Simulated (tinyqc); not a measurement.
Precursor delivery by bubblers, mass-transport growth and the solid composition of a III-V alloy: one step, computed by the program tinyqc.

1 sccm = 44.615 micromol/min; 1 torr = 133.322 Pa. The sources decompose fully at the surface.

Task: Mass transport. Mean velocity u = (F_t/A)(760/p)(T/273); D = D0 (T/273)^1.75 (760/p); boundary layer delta = sqrt(pi D z/u); flux = D dp/(delta k_B T); growth rate = flux x a^3/4.

Inputs (values chosen for the exercise, modelled on triethylgallium (source 1) and trimethylindium (source 2) for the vapour pressures): total flow F_t = 25 slm; reactor pressure p = 76 torr; growth temperature T = 1060 K; diffusivity at 273 K and 760 torr = 0.35 cm^2/s; flow cross-section A = 61 cm^2; distance from the leading edge z = 14 cm; lattice constant a = 5.77 angstrom.

Constants: k_B = 1.380649e-23 J/K.

Give: velocity u; D; boundary layer delta; growth rate per torr of group III.

Result:

velocity u = 265.22 cm/s

D = 37.590 cm^2/s

boundary layer delta = 2.4967 cm

growth rate per torr of group III = 237.13 micrometre/(h torr)

Caution: the boundary layer is a quarter or more of the root of the cross-section, so it fills much of the channel and depletion along the flow matters.
